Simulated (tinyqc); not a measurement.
Crystallisation kinetics and data retention of a phase-change cell: kissinger analysis.

Johnson-Mehl-Avrami-Kolmogorov law X = 1 - exp(-y^n), y = integral of k dt, k = (1/100 s) exp[-(Ec q/kB)(1/T - 1/T1)].

Tp is the temperature of the largest dX/dt on a ramp of rate b (b in K/min in the logarithm).

Inputs (values chosen for the exercise); values of the order of Ge-Sb-Te and related chalcogenides:

| symbol | value | unit | meaning |
|---|---|---|---|
| Ec | 2.77 | eV | activation energy of crystallisation |
| T1 | 438 | K | temperature at which the rate k is 1/(100 s) |
| n | 3 |  | Avrami exponent |

Constants: q = 1.602176634e-19 C, kB = 1.380649e-23 J/K. Results are converted to the units shown.

Kissinger analysis:
```
b (K/min)  Tp (K)  q/kB Tp (1/eV)  ln(b/Tp^2)  X at the peak
0.5         427.0           27.18      -12.81         0.6290
1           430.8           26.93      -12.13         0.6289
2           434.8           26.69      -11.46         0.6289
5           440.1           26.37      -10.56         0.6289
10          444.2           26.13      -9.890         0.6289
20          448.4           25.88      -9.216         0.6288
50          454.0           25.56      -8.324         0.6288
100         458.4           25.32      -7.650         0.6287
```

Tp rises from 427 to 458 K. The slope of ln(b/Tp^2) against q/kB Tp between the end rows is -2.769 eV, against Ec = 2.77 eV, and X at the peak stays near 1 - 1/e = 0.632 (0.629 to 0.629).

Range of the model: One Arrhenius rate is assumed; incubation, growth from the boundary and the non-Arrhenius kinetics of the supercooled liquid are left out.

tinyqc, about 0.03 s, one thread, Intel Xeon 2.30GHz (shared host): `OMP_NUM_THREADS=1 python tinyqc.py 2490004 2490005 out.jsonl`
